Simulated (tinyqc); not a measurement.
On-chip interconnect, size-dependent resistivity and RC delay: one step of the calculation.

A rectangular line between two neighbours and two ground planes. Surface and grain-boundary scattering are added to the bulk resistivity as corrections; capacitances are parallel-plate values without fringing; inductance is ignored.

Task. Node voltages after a time step. A 1 V step is applied behind Rd at t = 0. C dv/dt = -G v + b, with G the conductance matrix of the ladder (1/Rs between neighbours, 1/Rd added at node 0) and b = (1 V/Rd, 0, ...). Trapezoidal step: (C/dt + G/2) v(new) = (C/dt - G/2) v + b.

Inputs (values chosen for the exercise): driver resistance Rd = 3700 ohm; time step dt = 4.2 ps.

Rs = 5.1255957 ohm

| node | C (fF) | v at t = 0 (V) |
|---|---|---|
| 0 | 0.30498882 | 0 |
| 1 | 0.60997765 | 0 |
| 2 | 0.60997765 | 0 |
| 3 | 0.60997765 | 0 |
| 4 | 0.60997765 | 0 |
| 5 | 2.7049888 | 0 |

Find: v at t = 1 dt.

Result.

| node | v at t = 1 dt (V) |
|---|---|
| 0 | 0.1948 |
| 1 | 0.1924 |
| 2 | 0.1903 |
| 3 | 0.1885 |
| 4 | 0.1870 |
| 5 | 0.1858 |

Numbers from tinyqc (`OMP_NUM_THREADS=1 python tinyqc.py 2100153 2100154 out.jsonl`; about 0.01 s on one thread of a shared Intel Xeon 2.30GHz).
